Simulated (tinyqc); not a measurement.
# MOS capacitor on a p-type substrate, surface potential from the exact charge relation: two studies

Uniform p-type substrate, Boltzmann statistics, full ionisation, classical densities. psi is the surface potential against the body (positive when the bands bend down) and u = psi/Vt. Traps are spread evenly over the gap and neutral at flat band, so their charge is -q Dit psi; the minority quasi-Fermi level is shifted by Vb.

Values chosen for this exercise; band and dielectric values close to those of 4H silicon carbide: temperature T = 300 K; band gap Eg = 3.22 eV; relative permittivity eps_r = 9.63; conduction-band density of states at T Nc = 1.73e19 cm^-3; valence-band density of states at T Nv = 2.47e19 cm^-3; electron affinity chi = 3.62 eV; acceptor density of the substrate N = 3.1e15 cm^-3; relative permittivity of the gate insulator (close to zirconium oxide) eox = 24.6; insulator thickness tox = 21 nm; gate work function phiM = 4.27 eV; fixed charge at the interface, in units of q Nf = 6.6e10 cm^-2; density of interface traps Dit = 0 cm^-2 eV^-1; reverse bias of the inversion layer against the body Vb = 0 V.

Constants: q = 1.602176634e-19 C, kB = 1.380649e-23 J/K, Vt = kB T/q, eps0 = 8.8541878128e-14 F/cm where lengths are in cm. Results are converted to the units shown.

Each table varies one quantity; the others keep the values above.

## Capacitance-voltage curves

ni = sqrt(Nc Nv) exp(-Eg/(2 Vt)), Eg in volts; phiF = Vt ln(N/ni); Cox = eps0 eox/tox; Vfb = phiM - chi - (Eg - Vt ln(Nv/N)) - q Nf/Cox; Q0 = sqrt(2 eps0 eps_r q N Vt); r = (ni/N)^2 exp(-Vb/Vt); VT = Vfb + [(2 phiF + Vb)(1 + q Dit/Cox) + sqrt(2 eps0 eps_r q N (2 phiF + Vb))/Cox]. u = psi/Vt; F^2 = exp(-u) + u - 1 + r (exp(u) - u - 1); Qs = -sign(u) Q0 F; Cs = -dQs/dpsi = (Q0/Vt) |1 - exp(-u) + r (exp(u) - 1)|/(2 F). psi solves Vg = Vfb + psi + (q Dit psi - Qs)/Cox. Low frequency: 1/C_LF = 1/Cox + 1/(Cs + q Dit). High frequency, in the simple estimate in which traps and minority carriers do not follow: 1/C_HF = 1/Cox + 1/Cd, Cd being Cs with r = 0 at the same psi. Deep depletion: r = 0 and Dit = 0 both in the equation for psi and in Cs. Minority sheet density N_inv = (Q0/(2 q)) int_0^u r (exp(t) - 1)/F(t) dt for u > 0. N_inv under 1 cm^-2 is printed as 0. Regimes: accumulation when majority carriers gather, then depletion up to |psi| = phiF + Vb, weak inversion up to 2 phiF + Vb, strong inversion beyond.

Capacitance-voltage curves:
```
Vg (V)  psi (V)  C_LF/Cox  C_HF/Cox  C_deep/Cox  N_inv (cm^-2)            regime
-3.13   -0.2469    0.9119    0.9119      0.9119              0      accumulation
-2.6    -0.1576    0.6493    0.6493      0.6493              0      accumulation
-2.06    0.2740   0.02739   0.02739     0.02739              0         depletion
-1.53    0.7934   0.01576   0.01576     0.01576              0         depletion
-1        1.316   0.01220   0.01220     0.01220              0         depletion
-0.47     1.840   0.01031   0.01031     0.01031              0    weak inversion
0.07      2.375  0.009071  0.009071    0.009071          436.1    weak inversion
0.6       2.883    0.3723  0.008232    0.008207       1.141e11  strong inversion
1.13      3.005    0.9005  0.008063    0.007551       2.753e12  strong inversion
1.67      3.043    0.9495  0.008013    0.007022       6.005e12  strong inversion
```

What does the comparison show, and why?

C_LF/Cox is lowest, 0.00907, at Vg = 0.07 V (weak inversion) among the rows listed and is 0.950 in the last row, where C_HF/Cox is 0.00801 and the deep-depletion value 0.00702. Vfb = -2.35 V, where C_HF/Cox = 0.110 (Cox in series with eps0 eps_r/LD), and VT = 0.463 V. Over the last two rows psi moves by only 0.070 V a volt of gate bias, since the inversion charge screens the body. In strong accumulation and inversion degeneracy and confinement, left out here, lower the capacitance.

## Effect of the gate work function on threshold and swing

ni = sqrt(Nc Nv) exp(-Eg/(2 Vt)), Eg in volts; phiF = Vt ln(N/ni); Cox = eps0 eox/tox; Vfb = phiM - chi - (Eg - Vt ln(Nv/N)) - q Nf/Cox; VT = Vfb + [(2 phiF + Vb)(1 + q Dit/Cox) + sqrt(2 eps0 eps_r q N (2 phiF + Vb))/Cox]. gamma = sqrt(2 eps0 eps_r q N)/Cox; Wm = sqrt(2 eps0 eps_r (2 phiF + Vb)/(q N)); m = 1 + (eps0 eps_r/Wm + q Dit)/Cox; swing m Vt ln 10; Cmin/Cox = 1/(1 + Cox Wm/(eps0 eps_r)).

The same in every row: 2 phiF (V) = 2.765; gamma (V^0.5) = 0.02806; Wm (nm) = 974.3; m = 1.008; swing (mV/decade) = 60.03; Cmin/Cox = 0.008367.

Effect of the gate work function on threshold and swing:
```
phiM (eV)  Vfb (V)   VT (V)
3.62        -2.998  -0.1866
3.82        -2.798  0.01343
4.02        -2.598   0.2134
4.22        -2.398   0.4134
4.42        -2.198   0.6134
4.62        -1.998   0.8134
4.82        -1.798    1.013
```

As phiM goes from 3.62 to 4.82, VT rises from -0.187 to 1.01 V, the swing stays at 60.0 mV/decade and Cmin/Cox stays at 0.00837. The whole change of VT is that of Vfb: the curve shifts rigidly.

Numbers from tinyqc (`OMP_NUM_THREADS=1 python tinyqc.py 2060011 2060012 out.jsonl`; about 0.01 s on one thread of a shared Intel Xeon 2.30GHz).
